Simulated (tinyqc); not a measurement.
Size effects in the resistivity of thin metal films and interconnect lines: one step, computed by the program tinyqc.

Electrons lose their drift at surfaces (a share 1 - p of the hits) and at grain boundaries (reflection R), besides bulk scattering. The line sits in a trench with a non-conducting liner on both walls and the bottom; the spacing equals the drawn width.

Task: Metal cross-section. Metal width w_m = w - 2t, height h_m = (aspect ratio) w - t, grain size D = (ratio) w_m.

Inputs (values chosen for the exercise, modelled on platinum):

| quantity | value | unit |
|---|---|---|
| drawn line width w | 8.6 | nm |
| grain size over metal width | 0.95 | - |
| aspect ratio (height over width) | 2.3 | - |
| liner thickness t | 2 | nm |

Geometry: line.

Give: metal width w_m; metal height h_m; grain size D; share of the trench filled by metal.

Result:

metal width w_m = 4.6 nm

metal height h_m = 17.78 nm

grain size D = 4.37 nm

share of the trench filled by metal = 48.080 %
